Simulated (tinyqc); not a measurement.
Fermi-level pinning at a metal contact (Cowley-Sze model): one step of the calculation.

Interface states of density Ds lie behind a thin layer of thickness dl. Neglecting the depletion charge, the barrier for electrons is phi = S (pM - chi) + (1 - S) E0 with S = 1/(1 + q Ds dl/(eps0 ei)); the barrier for holes is Eg - phi.

Question. Barrier. Also the charge in the states, Ds (phi - E0), and the drop across the layer, pM - chi - phi.

Inputs (values chosen for the exercise); material values close to those of gallium nitride: band gap Eg = 3.42 eV; electron affinity chi = 4.12 eV; density of interface states Ds = 6.1e12 cm^-2 eV^-1; depth of their neutrality level below the conduction edge E0 = 1.7 eV; thickness of the interface layer dl = 0.32 nm; its relative permittivity ei = 2.5; metal work function pM = 4.52 eV.

Constants: q = 1.602176634e-19 C, eps0 = 8.8541878128e-14 F/cm where lengths are in cm. Results are converted to the units shown.

Wanted: S; phi; barrier for holes; charge in the states; drop across the layer.

Answer.

S = 0.87620
phi = 0.56093 eV
barrier for holes = 2.8591 eV
charge in the states = -6.9483e12 cm^-2
drop across the layer = -0.16093 V

tinyqc, about 0.01 s, one thread, Intel Xeon 2.30GHz (shared host): `OMP_NUM_THREADS=1 python tinyqc.py 2430027 2430028 out.jsonl`
